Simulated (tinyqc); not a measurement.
Heavy doping: band filling, gap narrowing, band tails and the effective intrinsic density: one step, computed by the program tinyqc. Command: `OMP_NUM_THREADS=1 python tinyqc.py 3012390 3012391 out.jsonl gapnarrow walk`. One thread of a shared host (Intel(R) Xeon(R) Processor @ 2.30GHz), about 0.03 s of CPU time with the checks.

An n-type crystal above its Mott density, with all dopants ionised: n = N_D - N_A, ionised centres N_I = N_D + N_A. Valleys are taken as spherical with mass m_e.

Question. Screening, narrowing and potential fluctuations. Screening: q^2 = (e/(eps eps_0)) dn/dE_F. Exchange lowers the conduction band by (1/pi) k_F e^2/(4 pi eps_0 eps) (T = 0 Hartree-Fock at k_F, taken as a rigid shift). Screening raises the valence band by (q/2) e^2/(4 pi eps_0 eps) (static Coulomb hole). The narrowing is the sum; electron correlation and carrier-ion shifts are left out. Root-mean-square potential of randomly placed ions: V_rms = (e^2/(4 pi eps_0 eps)) sqrt(2 pi N_I/q).

Inputs (values chosen for the exercise, for a model semiconductor):

| quantity | value | unit |
|---|---|---|
| valleys M_c | 1 | - |
| dielectric constant eps | 16.4 | - |
| donor density N_D | 4.8e+18 | cm^-3 |
| compensation ratio N_A/N_D | 0.5 | - |
| temperature T | 400 | K |

Conduction band: non-parabolic (Kane).

n = 2.40e+18 cm^-3

dn/dE_F = 3.229941e+19 cm^-3/eV

Constants: e = 1.602176634e-19 C; eps_0 = 8.8541878128e-12 F/m; e^2/(4 pi eps_0) = 14.39964548 eV angstrom; k_B = 8.617333262e-05 eV/K.

Give: screening length 1/q; exchange term; Coulomb-hole term; gap narrowing; V_rms.

Answer.

screening length 1/q = 52.972 angstrom

exchange term = 11.576 meV

Coulomb-hole term = 8.2877 meV

gap narrowing = 19.864 meV

V_rms = 42.982 meV

Caution: the screening length is well below a*, where static Thomas-Fermi screening overstates the Coulomb hole.
